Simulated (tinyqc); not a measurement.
# Hole mobility in a silicon inversion layer, empirical terms and Matthiessen rule: what changes with what

Inversion layer of sheet density Ns on a uniformly doped body. The mobility terms are empirical power laws with prefactors chosen for the exercise; adding their inverses (Matthiessen) is itself an approximation.

Inputs (values chosen for the exercise); material values close to those of silicon: temperature T = 400 K; band gap Eg = 1.14 eV; relative permittivity of the semiconductor eps_r = 11.6; conduction-band density of states at T Nc = 4.37e19 cm^-3; valence-band density of states at T Nv = 4.11e19 cm^-3; body doping Nb = 1.6e17 cm^-3; reverse body bias Vsb = 0 V; weight of the inversion charge in the effective field eta = 0.3333; phonon-limited mobility at 1 MV/cm and 300 K Ap = 141 cm^2/(V s); roughness-limited mobility at 1 MV/cm As = 513 cm^2/(V s); exponent of the roughness term gs = 1; Coulomb prefactor Ac = 2000 cm^2/(V s); charge at the interface Nit = 1.4e11 cm^-2; inversion density Ns = 5.8e12 cm^-2.

Constants: q = 1.602176634e-19 C, kB = 1.380649e-23 J/K, Vt = kB T/q, eps0 = 8.8541878128e-14 F/cm where lengths are in cm. Results are converted to the units shown.

Each table varies one quantity; the others keep the values above.

## Effect of the reverse body bias

ni = sqrt(Nc Nv) exp(-Eg/(2 Vt)), Eg in volts; Ndep = sqrt(2 eps0 eps_r Nb (2 Vt ln(Nb/ni) + Vsb)/q); E = q (Ndep + eta Ns)/(eps0 eps_r), in MV/cm. With t = T/(300 K): muC = Ac (Ns/1e12 cm^-2) t/(Nb/1e17 cm^-3 + Nit/1e11 cm^-2), muP = Ap E^(-1/3) t^(-1.75), muS = As E^(-gs); 1/mu is the sum of the inverses.

The same in every row: muC (cm^2/(V s)) = 5156.

Results:
```
Vsb (V)  E (MV/cm)  muP (cm^2/(V s))  muS (cm^2/(V s))  mu (cm^2/(V s))
0           0.4957             107.7              1035            95.73
0.4         0.5417             104.5             947.0            92.47
0.8         0.5802             102.2             884.2            90.00
1.6         0.6444             98.67             796.0            86.32
2           0.6724             97.28             762.9            84.86
2.4         0.6984             96.06             734.5            83.57
```

Estimate the missing row, Vsb = 1.2 V.

Computed row:
```
Vsb (V)  E (MV/cm)  muP (cm^2/(V s))  muS (cm^2/(V s))  mu (cm^2/(V s))
1.2         0.6140             100.3             835.5            88.00
```

With this row back in the table: As Vsb goes from 0 to 2.4 V, E rises from 0.496 to 0.698 MV/cm and mu falls from 95.7 to 83.6 cm^2/(V s). The phonon term is the smallest in the first and the last row.

## Effect of the inversion density

Same model as above.

Effect of the inversion density:
```
Ns (cm^-2)  E (MV/cm)  muC (cm^2/(V s))  muP (cm^2/(V s))  muS (cm^2/(V s))  mu (cm^2/(V s))
2e11          0.20458            177.78            144.64            2507.6           77.295
3.6e11        0.21290            320.00            142.73            2409.6           94.821
6.3e11        0.22694            560.00            139.73            2260.5           106.55
1.1e12        0.25137            977.78            135.04            2040.8           112.14
2e12          0.29817            1777.8            127.57            1720.5           111.33
3.6e12        0.38135            3200.0            117.53            1345.2           104.55
6.3e12        0.52173            5600.0            105.87            983.26           93.972
1.1e13        0.76610            9777.8            93.143            669.63           81.091
2e13           1.2340             17778            79.457            415.71           66.458
```

Read the table: what changes, and by how much?

As Ns goes from 2e11 to 2e13 cm^-2, E rises from 0.205 to 1.23 MV/cm and mu goes from 77.3 through a maximum of 112 (at Ns = 1.1e12 cm^-2 among the rows listed) to 66.5 cm^2/(V s). The phonon term is the smallest in the first and the last row. Screening lifts the Coulomb term as Ns grows while the field presses the carriers to the interface, hence the maximum.

Program tinyqc, `OMP_NUM_THREADS=1 python tinyqc.py 2510055 2510056 out.jsonl`; Intel Xeon 2.30GHz, shared host, one thread, about 0.01 s.
